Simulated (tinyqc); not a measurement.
Band offset of a heterojunction with an interface dipole (two-band chains, self-consistent charge), step by step. Values are carried at full precision from step to step, so a last printed digit may differ when a step is redone from the rounded ones.

Sites alternate A, C. Left: A at -G1/2, C at +G1/2, hopping -t1; right: A at D - G2/2, C at D + G2/2, hopping -t2; the bonds across the two interfaces of a ring (C left to A right, C right to A left) have -sqrt(t1 t2). D is the offset of the mid-gaps, so Ev(right) - Ev(left) = D - (G2 - G1)/2 and Ec(right) - Ec(left) = D + (G2 - G1)/2. The closing bond has its sign reversed (antiperiodic ring). Half the levels are filled with two electrons each. The charge moved is q = (electrons on the left) less one a site; the mean over the two interfaces, q/2, is taken as the charge that crosses each, and its dipole opposes the offset: D = D0 - u q/2.

Values chosen for the exercise (gaps near those of Si and GaP; the chains and D0 are free models, so the offsets are not those of the real pair; the results hold for these values, not for the real material):
- G1 = 1.11 eV (gap on the left)
- G2 = 2.31 eV (gap on the right)
- t1 = 2.14 eV (hopping on the left)
- t2 = 1.99 eV (hopping on the right)
- D0 = 0.32 eV (mid-gap of the right side above that of the left, without dipole)
- n = 2 (cells a side in the small ring)
- u = 5.1 eV (potential step per electron moved across)

## The small ring at D = D0

Fill in H.

H (eV):
```
         AL1      CL1      AL2      CL2      AR1      CR1      AR2      CR2
AL1  -0.5550  -2.1400        0        0        0        0        0   2.0636
CL1  -2.1400   0.5550  -2.1400        0        0        0        0        0
AL2        0  -2.1400  -0.5550  -2.1400        0        0        0        0
CL2        0        0  -2.1400   0.5550  -2.0636        0        0        0
AR1        0        0        0  -2.0636  -0.8350  -1.9900        0        0
CR1        0        0        0        0  -1.9900   1.4750  -1.9900        0
AR2        0        0        0        0        0  -1.9900  -0.8350  -1.9900
CR2   2.0636        0        0        0        0        0  -1.9900   1.4750
```

## Levels and site charges

Diagonalise, fill the lower half with two electrons each, and sum the electrons on the left (L) less one a site.

levels (eV): -3.9359  -3.6061  -1.7872  -1.4948  1.7064  2.2129  3.9854  4.1992

electrons on the sites: AL1 1.3134, CL1 0.7482, AL2 1.2819, CL2 0.7360, AR1 1.3728, CR1 0.5623, AR2 1.4113, CR2 0.5741

q = 0.0795 electrons

Electrons move to the left, the side whose mid-gap lies lower.

## Linear response

From here on the ring has 24 cells a side.

chi = (q(+h) - q(-h))/(2h) at D = 0 with h = 0.01 eV; S = 1/(1 + u chi/2); linear estimate D = S D0.

chi = 0.31326 1/eV
S = 0.5559
linear estimate of D = 0.1779 eV

The self-consistent value is 0.1777 eV, -0.2 meV from the estimate. At D = 0 no net charge crosses: the mid-gaps are the neutrality levels of these symmetric chains.

## The line-up

D = 0.1777 eV

Ev(right) - Ev(left) = D - (G2 - G1)/2 and Ec(right) - Ec(left) = D + (G2 - G1)/2, for D0, for the self-consistent D and for D = 0. Type I: the offsets have opposite signs; type III: one valence edge lies above the other conduction edge; else type II.

Offsets (eV):
```
case                           D  valence  conduction                 type
no dipole                  0.320   -0.280       0.920  type I (straddling)
self-consistent            0.178   -0.422       0.778  type I (straddling)
neutrality levels aligned  0.000   -0.600       0.600  type I (straddling)
```

The dipole shifts both offsets alike and leaves the type.

## Checks

- q at D = 0 against zero, as particle-hole symmetry demands: both 0.000000.
- q at the self-consistent D on 24 against 48 cells a side: both 0.0558.

Run: tinyqc, `OMP_NUM_THREADS=1 python tinyqc.py 1480813 1480814 out.jsonl`; Intel(R) Xeon(R) Processor @ 2.30GHz, one thread, shared host; about 0.5 s of CPU time with all checks.
